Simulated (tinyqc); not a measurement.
# Threshold-voltage variability of a planar MOSFET, analytic estimates: several studies

Three independent sources add in quadrature: random dopants in the depleted layer, metal-gate grains of two orientations, and roughness of the two gate edges acting through the roll-off VT = VT(long) - Vr exp(-L/l). These are first-order estimates: no three-dimensional electrostatics, no percolation.

Parameters, values chosen for the exercise; material values close to those of silicon: temperature T = 325 K; band gap Eg = 1.12 eV; relative permittivity of the semiconductor eps_r = 11.9; conduction-band density of states at T Nc = 3.2e19 cm^-3; valence-band density of states at T Nv = 3.04e19 cm^-3; channel doping Na = 1.7e18 cm^-3; oxide-equivalent thickness in inversion ti = 1.4 nm; gate length L = 90 nm; gate width W = 430 nm; metal grain size G = 10 nm; work-function difference of the two grain orientations dW = 0.3 eV; share of the orientation of higher work function p = 0.4; rms roughness of one gate edge De = 1.5 nm; correlation length of the roughness La = 10 nm; decay length of the threshold roll-off l = 22 nm; prefactor of the roll-off Vr = 1.7 V.

Constants: q = 1.602176634e-19 C, kB = 1.380649e-23 J/K, Vt = kB T/q, eps0 = 8.8541878128e-14 F/cm where lengths are in cm. Results are converted to the units shown.

Each table varies one quantity; the others keep the values above.

## Effect of the gate length

ni = sqrt(Nc Nv) exp(-Eg/(2 Vt)), Eg in volts; Cox = 3.9 eps0/ti; Wd = sqrt(4 eps0 eps_r Vt ln(Na/ni)/(q Na)); dopants: s1 = (q/Cox) sqrt(Na Wd/(3 L W)). Grains: Ng = L W/G^2 (at least 1), s2 = dW sqrt(p (1 - p)/Ng). Edges, with exponential correlation and u = W/La: the mean gate length has sL^2 = 2 De^2 (2/u)[1 - (1 - exp(-u))/u]; s3 = sL (Vr/l) exp(-L/l). s = sqrt(s1^2 + s2^2 + s3^2). l and Vr are held fixed.

Effect of the gate length:
```
L (nm),s1 (mV),s2 (mV),s3 (mV),s (mV),s sqrt(L W) (mV um)
54,5.293,9.645,3.001,11.40,1.738
65,4.825,8.791,1.820,10.19,1.704
78,4.404,8.025,1.008,9.210,1.687
94,4.012,7.310,0.4872,8.353,1.679
110,3.709,6.758,0.2354,7.712,1.677
140,3.287,5.990,0.06020,6.833,1.677
160,3.075,5.603,0.02425,6.392,1.677
200,2.751,5.012,0.003937,5.717,1.676
```

As L goes from 54 to 200 nm, s falls from 11.4 to 5.72 mV. The grains are the largest source in the first and the last row. The product s sqrt(L W) falls from 1.74 to 1.68 mV um: s1 and s2 go as 1/sqrt(L W), so the change comes from s3 alone.

## Effect of the metal grain size

Same model as above.

l and Vr are held fixed.

The same in every row: s1 (mV) = 4.100; s3 (mV) = 0.5843.

Result of one run:
```
G (nm),s2 (mV),s (mV),s sqrt(L W) (mV um)
5,3.735,5.577,1.097
```

What becomes of these results when the metal grain size G is changed from 5 to 7 nm, all else the same?

Result of the changed run:
```
G (nm),s2 (mV),s (mV),s sqrt(L W) (mV um)
7,5.230,6.671,1.312
```

The whole series:
```
G (nm),s2 (mV),s (mV),s sqrt(L W) (mV um)
2,1.494,4.403,0.8662
3,2.241,4.709,0.9264
5,3.735,5.577,1.097
7,5.230,6.671,1.312
10,7.471,8.542,1.680
14,10.46,11.25,2.213
20,14.94,15.51,3.050
```

As G goes from 2 to 20 nm, s rises from 4.40 to 15.5 mV. The largest source is the dopants in the first row and the grains in the last.

## Effect of the correlation length of the roughness

Same model as above.

l and Vr are held fixed.

The same in every row: s1 (mV) = 4.1002; s2 (mV) = 7.4709.

Results:
```
La (nm),s3 (mV),s (mV),s sqrt(L W) (mV um)
2,0.26379,8.5262,1.6773
5,0.41562,8.5322,1.6785
10,0.58431,8.5421,1.6804
20,0.81644,8.5611,1.6842
40,1.1261,8.5962,1.6911
160,1.9114,8.7338,1.7181
```

Estimate the missing row, La = 80 nm.

Computed row:
```
La (nm),s3 (mV),s (mV),s sqrt(L W) (mV um)
80,1.5095,8.6547,1.7026
```

With this row back in the table: As La goes from 2 to 160 nm, s rises from 8.53 to 8.73 mV. The grains are the largest source in the first and the last row. The edge term s3 rises from 0.264 to 1.91 mV: a longer correlation averages out less along the width.

Computed by the program tinyqc: `OMP_NUM_THREADS=1 python tinyqc.py 2090053 2090054 out.jsonl`, one thread of a shared Intel Xeon 2.30GHz, about 0.01 s for the whole run.
